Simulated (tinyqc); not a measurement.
Stacked nanosheet transistor, parasitic resistance, capacitance and delay: two steps of the calculation.

Ns sheets share one contact on top; each has perimeter p = 2 (Ws + ts) and cross-section A = Ws ts; contact width Wc = Ws + 10 nm, stack height Hs = Ns pv. Sheet 1 is the top one. Contact length Lc = CPP - Lg - 2 Lsp, shared by two neighbouring gates. Source and drain sides are equal. The formulas are first-order estimates, not field solutions.

Values chosen for this exercise; values close to those of silicon logic devices: temperature T = 300 K; number of sheets Ns = 5; sheet width Ws = 12 nm; sheet thickness ts = 7 nm; vertical pitch of the sheets pv = 18 nm; vertical resistance between sheet levels rv = 203 ohm; gate length Lg = 16 nm; spacer length Lsp = 4 nm; relative permittivity of the spacer ks = 3.3; gate height above the channel stack Hc = 30 nm; gate overlap Lov = 0.5 nm; inversion capacitance Cinv = 2.3 uF/cm^2; injection velocity vx = 1.3e7 cm/s; apparent mobility mu = 160 cm^2/(V s); threshold at zero drain voltage VT = 0.24 V; barrier lowering dl = 0.067 V/V; subthreshold factor n = 1.21; wire load Cw = 0.27 fF; supply voltage Vdd = 0.65 V.

Constants: q = 1.602176634e-19 C, kB = 1.380649e-23 J/K, eps0 = 8.8541878128e-12 F/m, Vt = kB T/q. Results are converted to the units shown.

Problem 1. Capacitances. With N sheets: gate Cg = Cinv p N Lg; per side, plate Cp = ks eps0 [Wc (Hs + Hc) - N A]/Lsp, top fringe Cf = (2/pi) ks eps0 Wc ln(1 + Lg/(2 Lsp)), overlap Co = Cinv p N Lov. Cs = Cp + Cf + Co. An inverter of two such devices driving an equal one has the load CL = 2 (Cg + 2 Cs) + 4 Cs + Cw (its own drains counted twice for the Miller effect).

Wanted: Cg; Cp; Cf; Co; CL.

Solution 1.

Cg = 69.920 aF
Cp = 16.216 aF
Cf = 0.44958 aF
Co = 2.1850 aF
CL = 560.65 aF

The channel capacitance gives 24.9 % of CL, the parasitic parts 26.9 % and the wire 48.2 %.

Problem 2. Sheet currents at Vgs = Vdd, Vds = Vdd/2. One sheet: I = p Q vx u/(1 + |u|^1.8)^(1/1.8), Q = Cinv n Vt ln(1 + exp((Vg' - VT + dl Vd')/(n Vt))), u = Vd' mu/(vx Lg), Vg' = Vgs - v, Vd' = Vds - 2 v, with the drop on each side v_j = Rc sum I + rv (sum over levels k = 2..j of the current of sheets k..Ns) + Rx I_j. I(new) = I + 0.5 (I(out) - I).

I after iteration 1 (uA): sheet 1 22.246936, sheet 2 22.246936, sheet 3 22.246936, sheet 4 22.246936, sheet 5 22.246936
Rc = 360.64071 ohm
Rx = 261.90476 ohm

Wanted: drop v; I(out); I after iteration 2.

Solution 2.

drop v (mV): sheet 1 45.942, sheet 2 64.007, sheet 3 77.555, sheet 4 86.587, sheet 5 91.104
I(out) (uA): sheet 1 36.521, sheet 2 32.907, sheet 3 29.905, sheet 4 27.719, sheet 5 26.560
I after iteration 2 (uA): sheet 1 29.384, sheet 2 27.577, sheet 3 26.076, sheet 4 24.983, sheet 5 24.403

Numbers from tinyqc (`OMP_NUM_THREADS=1 python tinyqc.py 2170128 2170129 out.jsonl`; about 0.1 s on one thread of a shared Intel Xeon 2.30GHz).
